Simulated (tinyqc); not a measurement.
# Input admittance of a MOSFET at zero drain bias: distributed channel and distributed gate: effects of single changes

Source and drain grounded, strong inversion, w = 2 pi f, Cox = eps0 eox/tox. The channel is an RC line of resistance 1/(mu Cox Vo) per square fed from both ends, so one finger has the intrinsic admittance y = i w Cox L tanh(g)/g per width, g = (1/2) sqrt(i w tau), tau = L^2/(mu Vo). The vertical resistance rv/L is in series with y, the overlaps 2 i w Cov in parallel: y_t = 1/(1/y + rv/L) + 2 i w Cov. The gate strip is a line of Rsh/L per length loaded by y_t, so a finger has Y = y_t Wf tanh(k)/k, k = (Wf/sd) sqrt(y_t Rsh/L); the device has Nf Y.

Inputs (values chosen for the exercise); values of the order met in silicon radio-frequency transistors: relative permittivity of the gate insulator (close to zirconium oxide) eox = 24.3; insulator thickness tox = 15 nm; channel length L = 1.2 um; finger width Wf = 1.8 um; number of fingers Nf = 4; channel mobility mu = 330 cm^2/(V s); gate overdrive Vo = 0.53 V; sheet resistance of the gate Rsh = 28 ohm/square; vertical resistivity of the gate stack rv = 2 ohm um^2; number of ends at which a finger is contacted sd = 2; overlap and fringe capacitance on each side Cov = 0.32 fF/um; frequency f = 3.2 GHz.

Constants: eps0 = 8.8541878128e-14 F/cm where lengths are in cm. Results are converted to the units shown.

Each table varies one quantity; the others keep the values above.

## Input impedance against frequency

Low-frequency limits, with c = Cox L and ct = c + 2 Cov: R_strip = Rsh Wf/(3 sd^2 L Nf), R_ch = (c/ct)^2 L/(12 mu Cox Vo Wf Nf), R_vert = (c/ct)^2 rv/(L Wf Nf), C = ct Wf Nf. Z = 1/(Nf Y) = R + 1/(i w C), Q = |Im Z|/R, far-point signal |1/cosh k|.

The same in every row: low-frequency R (ohm) = 52.55.

Result of one run:
```
f (GHz)  w tau     |k|  R (ohm)  C (fF)      Q  signal at the far point
40       20.69  0.2026    44.05   84.30  1.071                   0.9862
```

What becomes of these results when the frequency f is changed from 40 to 10 GHz, all else the same?

Result of the changed run:
```
f (GHz)  w tau     |k|  R (ohm)  C (fF)      Q  signal at the far point
10       5.173  0.1376    51.87   123.4  2.486                   0.9965
```

The whole series:
```
f (GHz)    w tau       |k|  R (ohm)  C (fF)      Q  signal at the far point
0.03     0.01552  0.007975    52.55   128.5  785.3                    1.000
0.09     0.04656   0.01381    52.55   128.5  261.8                    1.000
0.2       0.1035   0.02059    52.55   128.5  117.8                    1.000
0.6       0.3104   0.03566    52.55   128.5  39.27                    1.000
2          1.035   0.06495    52.53   128.3  11.81                   0.9998
5          2.587    0.1014    52.38   127.2  4.777                   0.9990
10         5.173    0.1376    51.87   123.4  2.486                   0.9965
40         20.69    0.2026    44.05   84.30  1.071                   0.9862
100        51.73    0.2488    28.58   49.59  1.123                   0.9799
```

R falls from 52.6 to 28.6 ohm and C falls from 129 to 49.6 fF. Q goes as f^(-1.00) between the first two rows and f^(0.05) between the last two, where w tau = 51.7 and |k| = 0.249. The low-frequency limits hold both R and C within 5 % up to f = 10 GHz among the rows.

## Dividing a fixed width into fingers

Total width Wf Nf = 7.2 um; each finger also has a contact resistance Rc at each contacted end, which adds Rc/(sd Nf). The resistances are low-frequency limits, good while |k| is below about 1; the far-point signal is |1/cosh k| at f, without Rc.

The same in every row: R_ch + R_vert (ohm) = 51.68.

Dividing a fixed width into fingers:
```
Nf   Wf (um)  R_strip (ohm)  Rc/(sd Nf) for Rc = 30 ohm (ohm)  sum (ohm)  signal at the far point
1      7.200          14.00                             15.00      80.68                   0.9921
2      3.600          3.500                             7.500      62.68                   0.9982
4      1.800         0.8750                             3.750      56.30                   0.9996
8     0.9000         0.2188                             1.875      53.77                   0.9999
16    0.4500        0.05469                            0.9375      52.67                    1.000
32    0.2250        0.01367                            0.4688      52.16                    1.000
64    0.1125       0.003418                            0.2344      51.92                    1.000
128  0.05625       8.545e-4                            0.1172      51.80                    1.000
```

What does the comparison show, and why?

R_strip falls as 1/Nf^2, from 14.0 to 8.54e-4 ohm, the contact term as 1/Nf, and R_ch + R_vert stays at 51.7 ohm since the total width is fixed. The sum is within a factor 1.5 of that floor from Nf = 2 on. More fingers add wiring capacitance, which is left out.

tinyqc, about 0.01 s, one thread, Intel Xeon 2.30GHz (shared host): `OMP_NUM_THREADS=1 python tinyqc.py 2262039 2262040 out.jsonl`
